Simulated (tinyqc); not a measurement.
# Worked calculation: two-junction solar cell, detailed-balance limit

Numbers from tinyqc (`OMP_NUM_THREADS=1 python tinyqc.py 2820031 2820032 out.jsonl`; about 0.01 s on one thread of a shared Intel Xeon 2.30GHz). Printed values are rounded.

The top cell takes all photons above E1, the bottom cell those between E2 and E1. Each cell follows J = Jsc - J0 (exp(V/Vt) - 1) with J0 = q ge Phi(gap, T)/ERE; light emitted by one cell and absorbed by the other is left out. In series both carry one current; wired apart (four terminals) each works at its own maximum power point. Efficiencies are counted against Pin = fs X sigma Ts^4.

Values chosen for this exercise:
- T = 298 K (cell temperature)
- Ts = 5800 K (temperature of the black-body sun)
- fs = 2.16e-5 (share of the hemisphere filled by the sun)
- X = 500 (concentration)
- ERE = 1 (external radiative efficiency)
- ge = 1 (number of faces that emit)
- E2 = 1.09 eV (gap of the bottom cell)
- E1 = 1.58 eV (gap of the top cell)

Constants: q = 1.602176634e-19 C, kB = 1.380649e-23 J/K, h = 6.62607015e-34 J s, c = 299792458 m/s, Vt = kB T/q. Results are converted to the units shown.

## Photocurrents and dark currents

Photon flux above E from a black body at temperature T into a hemisphere: Phi(E, T) = A sum_k exp(-k E/th)[E^2 th/k + 2 E th^2/k^2 + 2 th^3/k^3], k = 1, 2, ..., with th = kB T/q in eV and A = 2 pi q^3/(h^3 c^2). J1 = q fs X Phi(E1, Ts), J2 = q fs X [Phi(E2, Ts) - Phi(E1, Ts)], J01 and J02 as above; sigma = 2 pi^5 kB^4/(15 h^3 c^2).

J1 = 16840.1 mA/cm^2
J2 = 11056.3 mA/cm^2
J01 = 1.99369e-21 mA/cm^2
J02 = 1.86390e-13 mA/cm^2
Pin = 69302.3 mW/cm^2

The bottom cell limits the series current; the other has 52 % more.

## The series curve

J, point 0 to 7 (mA/cm^2): 0  5528  8845  9951  10390  10610  10840  11000

V1 = Vt ln((J1 - J)/J01 + 1), V2 = Vt ln((J2 - J)/J02 + 1), power J (V1 + V2).

```
point   V1 (V)    V2 (V)  power (mW/cm^2)
0      1.47390  0.991792                0
1      1.46369  0.973992          13475.5
2      1.45477  0.950462          21274.3
3      1.45095  0.932653          23719.3
4      1.44926  0.919655          24613.0
5      1.44837  0.909363          25015.5
6      1.44740  0.890760          25345.7
7      1.44671  0.856181          25331.8
```

Among these points the power is largest at J = 10840 mA/cm^2.

## Maximum power, in series and apart

In series V(J) = Vt [ln((J1 - J)/J01 + 1) + ln((J2 - J)/J02 + 1)], and J V(J) is largest where V = J Vt [1/(J1 - J + J01) + 1/(J2 - J + J02)]. Apart, each cell has (1 + v) exp(v) = 1 + Jsc/J0 at its maximum power point, v = Vmp/Vt.

series Jmp = 10932.9 mA/cm^2
series Vmp = 2.32335 V
series efficiency = 36.6524 %
top cell alone = 32.7088 %
bottom cell behind it = 13.9559 %

Wired apart the cells give 46.66 %; the series connection loses 10 points of that.
